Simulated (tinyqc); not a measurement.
Worked calculation: UKS/BLYP in the sto-3g basis, for H4, spin multiplicity 3. Computed by tinyqc, a small Python program that keeps every step (integrals from PySCF). Settings: charge = 0, multiplicity = 3, basis = sto-3g, energy threshold = 1e-08, iteration cap = 84, orthogonalisation = symmetric, start = random, DIIS depth = 6, DIIS from iteration = 3, shift = 0.2, method = UKS, functional = blyp, grid = [20, 14]. Command: `OMP_NUM_THREADS=1 python tinyqc.py 20054 20055 out.jsonl` (the two numbers bound the seeds that draw the settings). One thread of a shared host (Intel(R) Xeon(R) Processor @ 2.60GHz), about 4 s of CPU time with the checks. Later iterations appear only in the table of the cycle.

## One-electron integrals

Geometry (angstrom):
```
atom         x         y         z
H     0.000000  0.000000  0.000000
H     0.000000  0.000000  0.836000
H     0.000000  0.000000  2.443000
H     0.000000  0.000000  3.278000
```

Basis sto-3g: exponents (1/bohr^2) and contraction coefficients of normalised primitives:
```
element  l (shell)  exponent  coefficient
H            s (1)  3.425251     0.154329
H            s (1)  0.623914     0.535328
H            s (1)  0.168855     0.444635
```

Overlap, kinetic and nuclear-attraction integrals over the contracted functions; the nuclear repulsion is the sum of Za Zb / Rab.

nuclear repulsion = 2.19076817 hartree

overlap S, order 1H 1s, 2H 1s, 3H 1s, 4H 1s:
$$\begin{pmatrix}
1.000000 & 0.597639 & 0.055064 & 0.009978 \\
0.597639 & 1.000000 & 0.219803 & 0.055166 \\
0.055064 & 0.219803 & 1.000000 & 0.598279 \\
0.009978 & 0.055166 & 0.598279 & 1.000000
\end{pmatrix}$$

kinetic energy T (hartree), order 1H 1s, 2H 1s, 3H 1s, 4H 1s:
$$\begin{pmatrix}
0.760032 & 0.183718 & -0.010974 & -0.004464 \\
0.183718 & 0.760032 & 0.002019 & -0.010979 \\
-0.010974 & 0.002019 & 0.760032 & 0.184231 \\
-0.004464 & -0.010979 & 0.184231 & 0.760032
\end{pmatrix}$$

nuclear attraction V (hartree), order 1H 1s, 2H 1s, 3H 1s, 4H 1s:
$$\begin{pmatrix}
-2.200637 & -1.302491 & -0.102853 & -0.017926 \\
-1.302491 & -2.367754 & -0.422668 & -0.103059 \\
-0.102853 & -0.422668 & -2.368234 & -1.304404 \\
-0.017926 & -0.103059 & -1.304404 & -2.201294
\end{pmatrix}$$

core Hamiltonian H = T + V (hartree), order 1H 1s, 2H 1s, 3H 1s, 4H 1s:
$$\begin{pmatrix}
-1.440605 & -1.118773 & -0.113827 & -0.022390 \\
-1.118773 & -1.607722 & -0.420650 & -0.114038 \\
-0.113827 & -0.420650 & -1.608202 & -1.120173 \\
-0.022390 & -0.114038 & -1.120173 & -1.441262
\end{pmatrix}$$

## Two-electron integrals

Functions are numbered as in S; the eight-fold symmetry (ij|kl) = (ji|kl) = (kl|ij) leaves the list below.

Two-electron integrals (ij|kl) in chemists' order, unique and non-zero (hartree):
```
(11|11) 0.774606   (21|11) 0.391393   (21|21) 0.238377   (22|11) 0.534533
(22|21) 0.391393   (22|22) 0.774606   (31|11) 0.022976   (31|21) 0.015844
(31|22) 0.030207   (31|31) 0.001471   (32|11) 0.072114   (32|21) 0.054271
(32|22) 0.114363   (32|31) 0.006031   (32|32) 0.026797   (33|11) 0.216479
(33|21) 0.156809   (33|22) 0.324763   (33|31) 0.022976   (33|32) 0.114363
(33|33) 0.774606   (41|11) 0.003305   (41|21) 0.002376   (41|22) 0.004748
(41|31) 0.000251   (41|32) 0.001087   (41|33) 0.004747   (41|41) 0.000045
(42|11) 0.014820   (42|21) 0.011002   (42|22) 0.023024   (42|31) 0.001319
(42|32) 0.006043   (42|33) 0.030263   (42|41) 0.000251   (42|42) 0.001477
(43|11) 0.111128   (43|21) 0.078281   (43|22) 0.157012   (43|31) 0.010994
(43|32) 0.054344   (43|33) 0.391929   (43|41) 0.002378   (43|42) 0.015893
(43|43) 0.238948   (44|11) 0.161430   (44|21) 0.111030   (44|22) 0.216567
(44|31) 0.014797   (44|32) 0.072154   (44|33) 0.534894   (44|41) 0.003305
(44|42) 0.023024   (44|43) 0.391929   (44|44) 0.774606
```

## Orthogonalisation

S = U s U^T; symmetric (Loewdin) form X = U s^(-1/2) U^T, so that X^T S X = 1.

eigenvalues of S: [0.332219, 0.453444, 1.437998, 1.776339]

X, order 1H 1s, 2H 1s, 3H 1s, 4H 1s:
$$\begin{pmatrix}
1.187164 & -0.402165 & 0.039792 & -0.011501 \\
-0.402165 & 1.214377 & -0.155257 & 0.039823 \\
0.039792 & -0.155257 & 1.214946 & -0.402887 \\
-0.011501 & 0.039823 & -0.402887 & 1.187722
\end{pmatrix}$$

## Starting guess

The start is random orthonormal orbitals; D(s) = C_occ C_occ^T for each spin.

D(alpha) at the start, order 1H 1s, 2H 1s, 3H 1s, 4H 1s:
$$\begin{pmatrix}
1.403021 & -0.931007 & -0.076949 & 0.415827 \\
-0.931007 & 1.652023 & -0.350731 & 0.046845 \\
-0.076949 & -0.350731 & 1.325972 & -0.304065 \\
0.415827 & 0.046845 & -0.304065 & 0.244820
\end{pmatrix}$$

D(beta) at the start, order 1H 1s, 2H 1s, 3H 1s, 4H 1s:
$$\begin{pmatrix}
1.004948 & -0.198241 & 0.054132 & 0.405148 \\
-0.198241 & 0.039106 & -0.010678 & -0.079922 \\
0.054132 & -0.010678 & 0.002916 & 0.021824 \\
0.405148 & -0.079922 & 0.021824 & 0.163336
\end{pmatrix}$$

## Iteration 1: exchange-correlation on the grid

Becke grid with 20 radial and 14 angular points per atom, points of zero weight dropped. rho = sum D_ij phi_i phi_j; V_xc,ij = sum w v_xc phi_i phi_j plus the gradient terms; v_xc is d(rho eps)/d rho(s) for spin s at fixed gradient.

The 12 grid points with the largest w rho, of 1091 (bohr, atomic units):
```
x                  y          z         w  rho(alpha)  rho(beta)     eps_xc  v_xc(alpha)
0.710262   -0.710262  -0.710262  0.473986    0.031736   0.026907  -0.358338    -0.404982
0.710262    0.710262  -0.710262  0.473986    0.031736   0.026907  -0.358338    -0.404982
-0.710262   0.710262  -0.710262  0.473986    0.031736   0.026907  -0.358338    -0.404982
-0.710262  -0.710262  -0.710262  0.473986    0.031736   0.026907  -0.358338    -0.404982
0.536333   -0.536333  -0.536333  0.220959    0.065115   0.054878  -0.439076    -0.510068
-0.536333  -0.536333  -0.536333  0.220959    0.065115   0.054878  -0.439076    -0.510068
0.536333    0.536333  -0.536333  0.220959    0.065115   0.054878  -0.439076    -0.510068
-0.536333   0.536333  -0.536333  0.220959    0.065115   0.054878  -0.439076    -0.510068
0.000000    0.000000  -1.230210  0.421326    0.034071   0.027585  -0.362932    -0.413060
0.000000    0.000000  -0.928957  0.196409    0.069243   0.056065  -0.443933    -0.519640
0.921978    0.921978  -0.921978  0.968550    0.012751   0.010919  -0.285346    -0.308927
-0.921978  -0.921978  -0.921978  0.968550    0.012751   0.010919  -0.285346    -0.308927
```

electrons on the grid, sum of w rho = 4.011898

E_xc = sum of w rho eps_xc = -1.66475139 hartree

V_xc(alpha) (hartree), order 1H 1s, 2H 1s, 3H 1s, 4H 1s:
$$\begin{pmatrix}
-0.529543 & -0.292995 & -0.020817 & -0.003467 \\
-0.292995 & -0.532780 & -0.085811 & -0.019743 \\
-0.020817 & -0.085811 & -0.510261 & -0.243394 \\
-0.003467 & -0.019743 & -0.243394 & -0.350893
\end{pmatrix}$$

V_xc(beta) (hartree), order 1H 1s, 2H 1s, 3H 1s, 4H 1s:
$$\begin{pmatrix}
-0.501952 & -0.228601 & -0.013624 & -0.002200 \\
-0.228601 & -0.275010 & -0.047751 & -0.012440 \\
-0.013624 & -0.047751 & -0.288516 & -0.184269 \\
-0.002200 & -0.012440 & -0.184269 & -0.339695
\end{pmatrix}$$

## Iteration 1: building the Kohn-Sham matrix

J_ij = sum D_kl (ij|kl) with D = D(alpha) + D(beta); F = H + J + V_xc; E = tr D H + tr D J / 2 + E_xc + E_nn.

Coulomb J (hartree), order 1H 1s, 2H 1s, 3H 1s, 4H 1s:
$$\begin{pmatrix}
2.127340 & 1.238716 & 0.096887 & 0.016197 \\
1.238716 & 2.066704 & 0.376971 & 0.086305 \\
0.096887 & 0.376971 & 1.664865 & 0.865311 \\
0.016197 & 0.086305 & 0.865311 & 1.261014
\end{pmatrix}$$

F(alpha) (hartree), order 1H 1s, 2H 1s, 3H 1s, 4H 1s:
$$\begin{pmatrix}
0.157192 & -0.173052 & -0.037757 & -0.009660 \\
-0.173052 & -0.073798 & -0.129490 & -0.047476 \\
-0.037757 & -0.129490 & -0.453598 & -0.498256 \\
-0.009660 & -0.047476 & -0.498256 & -0.531142
\end{pmatrix}$$

F(beta) (hartree), order 1H 1s, 2H 1s, 3H 1s, 4H 1s:
$$\begin{pmatrix}
0.184782 & -0.108658 & -0.030564 & -0.008393 \\
-0.108658 & 0.183972 & -0.091430 & -0.040173 \\
-0.030564 & -0.091430 & -0.231853 & -0.439131 \\
-0.008393 & -0.040173 & -0.439131 & -0.519944
\end{pmatrix}$$

total energy of this density = -1.04675140 hartree

## Iteration 1: diagonalisation and new density

A level shift of 0.2 hartree raises the virtual space: F + shift (S - S D(s) S), with D(s) the density of one spin. Diagonalise F' = X^T F X, C = X C', fill 3 alpha and 1 beta electrons from the bottom; D(s) = C_occ C_occ^T. Each column has its largest component positive (the first on a tie).

F' = X^T F X (alpha) (hartree):
$$\begin{pmatrix}
0.401234 & -0.314463 & 0.047226 & -0.081377 \\
-0.314463 & 0.121449 & -0.119346 & 0.026424 \\
0.047226 & -0.119346 & -0.221600 & -0.360186 \\
-0.081377 & 0.026424 & -0.360186 & -0.180548
\end{pmatrix}$$

orbital energies (alpha) (hartree): MO1 -0.572042, MO2 -0.078481, MO3 0.128998, MO4 0.642060

coefficients C (alpha), order 1H 1s, 2H 1s, 3H 1s, 4H 1s:
$$\begin{pmatrix}
0.043713 & 0.272844 & 0.335584 & 1.176367 \\
0.043926 & 0.797956 & -0.006002 & -1.011652 \\
0.594138 & -0.016630 & -1.063709 & 0.423495 \\
0.510544 & -0.226530 & 1.076042 & -0.323855
\end{pmatrix}$$

F' = X^T F X (beta) (hartree):
$$\begin{pmatrix}
0.435311 & -0.380271 & 0.010530 & -0.087337 \\
-0.380271 & 0.629462 & -0.154413 & 0.037015 \\
0.010530 & -0.154413 & 0.230603 & -0.359155 \\
-0.087337 & 0.037015 & -0.359155 & -0.183431
\end{pmatrix}$$

orbital energies (beta) (hartree): MO1 -0.403821, MO2 0.142774, MO3 0.403976, MO4 0.969016

coefficients C (beta), order 1H 1s, 2H 1s, 3H 1s, 4H 1s:
$$\begin{pmatrix}
0.120098 & 0.635701 & -0.382387 & -1.004018 \\
0.015528 & 0.437901 & 0.104145 & 1.208013 \\
0.257608 & 0.130915 & 1.158070 & -0.489360 \\
0.811279 & -0.286952 & -0.861737 & 0.302679
\end{pmatrix}$$

D(alpha) after iteration 1, order 1H 1s, 2H 1s, 3H 1s, 4H 1s:
$$\begin{pmatrix}
0.188971 & 0.217623 & -0.335529 & 0.321612 \\
0.217623 & 0.638699 & 0.019212 & -0.164793 \\
-0.335529 & 0.019212 & 1.484753 & -0.837494 \\
0.321612 & -0.164793 & -0.837494 & 1.469837
\end{pmatrix}$$

D(beta) after iteration 1, order 1H 1s, 2H 1s, 3H 1s, 4H 1s:
$$\begin{pmatrix}
0.014423 & 0.001865 & 0.030938 & 0.097433 \\
0.001865 & 0.000241 & 0.004000 & 0.012598 \\
0.030938 & 0.004000 & 0.066362 & 0.208992 \\
0.097433 & 0.012598 & 0.208992 & 0.658173
\end{pmatrix}$$

## Iteration 2: exchange-correlation on the grid

As before.

The 12 grid points with the largest w rho, of 1091 (bohr, atomic units):
```
x                  y         z         w  rho(alpha)  rho(beta)     eps_xc  v_xc(alpha)
-0.710262  -0.710262  6.904784  0.473986    0.034558   0.021649  -0.356257    -0.408322
-0.710262   0.710262  6.904784  0.473986    0.034558   0.021649  -0.356257    -0.408322
0.710262   -0.710262  6.904784  0.473986    0.034558   0.021649  -0.356257    -0.408322
0.710262    0.710262  6.904784  0.473986    0.034558   0.021649  -0.356257    -0.408322
-0.536333  -0.536333  6.730856  0.220959    0.070784   0.043769  -0.436144    -0.515999
-0.536333   0.536333  6.730856  0.220959    0.070784   0.043769  -0.436144    -0.515999
0.536333    0.536333  6.730856  0.220959    0.070784   0.043769  -0.436144    -0.515999
0.536333   -0.536333  6.730856  0.220959    0.070784   0.043769  -0.436144    -0.515999
0.000000    0.000000  7.424732  0.421326    0.036663   0.020856  -0.359306    -0.413904
0.000000    0.000000  7.123479  0.196409    0.074507   0.042384  -0.439439    -0.523005
1.230210    0.000000  6.194522  0.415270    0.030354   0.023989  -0.351321    -0.397621
0.000000    1.230210  6.194522  0.415270    0.030354   0.023989  -0.351321    -0.397621
```

electrons on the grid, sum of w rho = 4.015607

E_xc = sum of w rho eps_xc = -1.59859320 hartree

V_xc(alpha) (hartree), order 1H 1s, 2H 1s, 3H 1s, 4H 1s:
$$\begin{pmatrix}
-0.394264 & -0.250697 & -0.019423 & -0.003419 \\
-0.250697 & -0.472785 & -0.082906 & -0.020717 \\
-0.019423 & -0.082906 & -0.538042 & -0.301472 \\
-0.003419 & -0.020717 & -0.301472 & -0.545453
\end{pmatrix}$$

V_xc(beta) (hartree), order 1H 1s, 2H 1s, 3H 1s, 4H 1s:
$$\begin{pmatrix}
-0.253522 & -0.142975 & -0.012618 & -0.002459 \\
-0.142975 & -0.228450 & -0.056318 & -0.016126 \\
-0.012618 & -0.056318 & -0.411133 & -0.266074 \\
-0.002459 & -0.016126 & -0.266074 & -0.501954
\end{pmatrix}$$

## Iteration 2: building the Kohn-Sham matrix

As before.

Coulomb J (hartree), order 1H 1s, 2H 1s, 3H 1s, 4H 1s:
$$\begin{pmatrix}
1.198129 & 0.806937 & 0.083428 & 0.016015 \\
0.806937 & 1.526575 & 0.370829 & 0.097753 \\
0.083428 & 0.370829 & 2.153556 & 1.291869 \\
0.016015 & 0.097753 & 1.291869 & 2.195440
\end{pmatrix}$$

F(alpha) (hartree), order 1H 1s, 2H 1s, 3H 1s, 4H 1s:
$$\begin{pmatrix}
-0.636740 & -0.562533 & -0.049822 & -0.009794 \\
-0.562533 & -0.553932 & -0.132727 & -0.037002 \\
-0.049822 & -0.132727 & 0.007312 & -0.129776 \\
-0.009794 & -0.037002 & -0.129776 & 0.208724
\end{pmatrix}$$

F(beta) (hartree), order 1H 1s, 2H 1s, 3H 1s, 4H 1s:
$$\begin{pmatrix}
-0.495999 & -0.454812 & -0.043017 & -0.008834 \\
-0.454812 & -0.309597 & -0.106140 & -0.032411 \\
-0.043017 & -0.106140 & 0.134221 & -0.094379 \\
-0.008834 & -0.032411 & -0.094379 & 0.252223
\end{pmatrix}$$

total energy of this density = -1.35098674 hartree

## Iteration 2: diagonalisation and new density

As before.

F' = X^T F X (alpha) (hartree):
$$\begin{pmatrix}
-0.322000 & -0.418159 & 0.076597 & -0.044340 \\
-0.418159 & -0.270021 & -0.145248 & 0.051800 \\
0.076597 & -0.145248 & 0.212747 & -0.323310 \\
-0.044340 & 0.051800 & -0.323310 & 0.426518
\end{pmatrix}$$

orbital energies (alpha) (hartree): MO1 -0.717230, MO2 -0.067538, MO3 0.132571, MO4 0.699440

coefficients C (alpha), order 1H 1s, 2H 1s, 3H 1s, 4H 1s:
$$\begin{pmatrix}
0.580878 & -0.532990 & -0.927951 & -0.300368 \\
0.540472 & 0.427626 & 1.002551 & 0.426682 \\
-0.019451 & 0.688177 & -0.238122 & -1.064628 \\
0.011763 & 0.224085 & -0.431784 & 1.156689
\end{pmatrix}$$

F' = X^T F X (beta) (hartree):
$$\begin{pmatrix}
-0.118246 & -0.347334 & 0.035814 & -0.037049 \\
-0.347334 & 0.142446 & -0.156170 & 0.023293 \\
0.035814 & -0.156170 & 0.510575 & -0.427197 \\
-0.037049 & 0.023293 & -0.427197 & 0.522963
\end{pmatrix}$$

orbital energies (beta) (hartree): MO1 -0.366263, MO2 0.075610, MO3 0.373401, MO4 0.974990

coefficients C (beta), order 1H 1s, 2H 1s, 3H 1s, 4H 1s:
$$\begin{pmatrix}
0.727319 & -0.329791 & -0.936150 & 0.242240 \\
0.365538 & 0.187636 & 1.149034 & -0.415975 \\
0.040331 & 0.566315 & -0.042385 & 1.157568 \\
0.052989 & 0.492437 & -0.352932 & -1.097659
\end{pmatrix}$$

D(alpha) after iteration 2, order 1H 1s, 2H 1s, 3H 1s, 4H 1s:
$$\begin{pmatrix}
1.482590 & -0.844290 & -0.157124 & 0.288072 \\
-0.844290 & 1.480082 & 0.045041 & -0.330703 \\
-0.157124 & 0.045041 & 0.530667 & 0.256799 \\
0.288072 & -0.330703 & 0.256799 & 0.236790
\end{pmatrix}$$

D(beta) after iteration 2, order 1H 1s, 2H 1s, 3H 1s, 4H 1s:
$$\begin{pmatrix}
0.528993 & 0.265863 & 0.029334 & 0.038540 \\
0.265863 & 0.133618 & 0.014743 & 0.019369 \\
0.029334 & 0.014743 & 0.001627 & 0.002137 \\
0.038540 & 0.019369 & 0.002137 & 0.002808
\end{pmatrix}$$

## Iteration 39 (converged): orbitals

converged F(alpha) (hartree), order 1H 1s, 2H 1s, 3H 1s, 4H 1s:
$$\begin{pmatrix}
-0.265882 & -0.355986 & -0.042999 & -0.009706 \\
-0.355986 & -0.259646 & -0.129094 & -0.043044 \\
-0.042999 & -0.129094 & -0.258125 & -0.355421 \\
-0.009706 & -0.043044 & -0.355421 & -0.264502
\end{pmatrix}$$

converged F(beta) (hartree), order 1H 1s, 2H 1s, 3H 1s, 4H 1s:
$$\begin{pmatrix}
-0.141494 & -0.302617 & -0.039732 & -0.009183 \\
-0.302617 & -0.170980 & -0.115590 & -0.039805 \\
-0.039732 & -0.115590 & -0.172045 & -0.303242 \\
-0.009183 & -0.039805 & -0.303242 & -0.142389
\end{pmatrix}$$

Diagonalise F' = X^T F X, C = X C', fill 3 alpha and 1 beta electrons from the bottom; D(s) = C_occ C_occ^T. Each column has its largest component positive (the first on a tie).

F' = X^T F X (alpha) (hartree):
$$\begin{pmatrix}
-0.076979 & -0.321422 & 0.038880 & -0.015023 \\
-0.321422 & -0.040983 & -0.125280 & 0.038876 \\
0.038880 & -0.125280 & -0.038813 & -0.322032 \\
-0.015023 & 0.038876 & -0.322032 & -0.075059
\end{pmatrix}$$

orbital energies (alpha) (hartree): MO1 -0.413386, MO2 -0.355756, MO3 0.157150, MO4 0.380158

coefficients C (alpha), order 1H 1s, 2H 1s, 3H 1s, 4H 1s:
$$\begin{pmatrix}
0.361046 & -0.454280 & 0.798335 & 0.773789 \\
0.398671 & -0.365980 & -0.692202 & -0.943460 \\
0.389070 & 0.375756 & -0.681514 & 0.952403 \\
0.350222 & 0.462531 & 0.789979 & -0.783621
\end{pmatrix}$$

F' = X^T F X (beta) (hartree):
$$\begin{pmatrix}
0.061705 & -0.338180 & 0.041079 & -0.015878 \\
-0.338180 & 0.055000 & -0.133370 & 0.041111 \\
0.041079 & -0.133370 & 0.054273 & -0.338483 \\
-0.015878 & 0.041111 & -0.338483 & 0.061235
\end{pmatrix}$$

orbital energies (beta) (hartree): MO1 -0.320240, MO2 -0.250760, MO3 0.287096, MO4 0.516117

coefficients C (beta), order 1H 1s, 2H 1s, 3H 1s, 4H 1s:
$$\begin{pmatrix}
0.322673 & 0.438765 & 0.806308 & -0.791231 \\
0.416980 & 0.399772 & -0.670535 & 0.937460 \\
0.422326 & -0.394271 & -0.672350 & -0.937144 \\
0.327892 & -0.434575 & 0.807866 & 0.791014
\end{pmatrix}$$

D(alpha) after iteration 39, order 1H 1s, 2H 1s, 3H 1s, 4H 1s:
$$\begin{pmatrix}
0.974062 & -0.242413 & -0.574302 & 0.546996 \\
-0.242413 & 0.772023 & 0.489337 & -0.576479 \\
-0.574302 & 0.489337 & 0.757029 & -0.228322 \\
0.546996 & -0.576479 & -0.228322 & 0.960658
\end{pmatrix}$$

D(beta) after iteration 39, order 1H 1s, 2H 1s, 3H 1s, 4H 1s:
$$\begin{pmatrix}
0.104118 & 0.134548 & 0.136273 & 0.105802 \\
0.134548 & 0.173872 & 0.176101 & 0.136724 \\
0.136273 & 0.176101 & 0.178359 & 0.138477 \\
0.105802 & 0.136724 & 0.138477 & 0.107513
\end{pmatrix}$$

## Convergence

Stop when the energy changes by less than 1e-08 hartree and every element of the error matrix X^T (F D S - S D F) X (for each spin) is below 3e-05.

Course of the cycle:
```
iteration  E (hartree)     change  largest element of the error matrix
1          -1.04675140          -                             3.04e-01
2          -1.35098674  -3.04e-01                             2.14e-01
3          -1.39876030  -4.78e-02                             1.83e-01
4          -1.43338931  -3.46e-02                             1.80e-01
5          -1.68150184  -2.48e-01                             1.52e-01
6          -1.65133911   3.02e-02                             1.57e-01
7          -1.63255495   1.88e-02                             1.60e-01
8          -1.64930633  -1.68e-02                             1.57e-01
9          -1.63594809   1.34e-02                             1.62e-01
10         -1.78175787  -1.46e-01                             8.47e-02
11         -1.82403941  -4.23e-02                             3.64e-02
12         -1.83647605  -1.24e-02                             1.26e-02
13         -1.83815278  -1.68e-03                             7.52e-03
14         -1.83956659  -1.41e-03                             6.95e-03
...                ...        ...                                  ...
26         -1.84163856  -7.34e-06                             1.13e-03
27         -1.84164267  -4.11e-06                             8.38e-04
28         -1.84164491  -2.24e-06                             6.23e-04
29         -1.84164614  -1.23e-06                             4.63e-04
30         -1.84164682  -6.82e-07                             3.44e-04
31         -1.84164720  -3.77e-07                             2.55e-04
32         -1.84164740  -2.08e-07                             1.90e-04
33         -1.84164752  -1.15e-07                             1.41e-04
34         -1.84164758  -6.32e-08                             1.04e-04
35         -1.84164762  -3.47e-08                             7.75e-05
36         -1.84164764  -1.91e-08                             5.75e-05
37         -1.84164765  -1.05e-08                             4.27e-05
38         -1.84164765  -5.81e-09                             3.17e-05
39         -1.84164766  -3.20e-09                             2.35e-05
```

PySCF UKS in the same basis, fine grid, after a stability check = -1.83695292 hartree

Converged in 39 iterations. The coarse grid moves the energy by -4.69e-03 hartree.

## Populations, bond orders and dipole

Mulliken: Z minus the diagonal of D S on the atom; Loewdin: the same with S^(1/2) D S^(1/2); Mayer order: 2 sum_s sum (D(s) S)_ij (D(s) S)_ji over the two atoms.

Charges (e):
```
atom   Mulliken    Loewdin  Mulliken spin
1H     0.003891   0.001751       0.609933
2H    -0.003437  -0.001284       0.402370
3H    -0.003781  -0.001615       0.388944
4H     0.003327   0.001148       0.598754
```

Mayer bond orders:
```
pair     order
2-1   0.233103
3-1   0.238338
3-2   0.365199
4-1   0.156526
4-2   0.239785
4-3   0.245171
```

dipole moment about the origin, x y z (debye): [0.000000, 0.000000, -0.005783]

<S^2> of the determinant (pure state: 2) = 2.000001
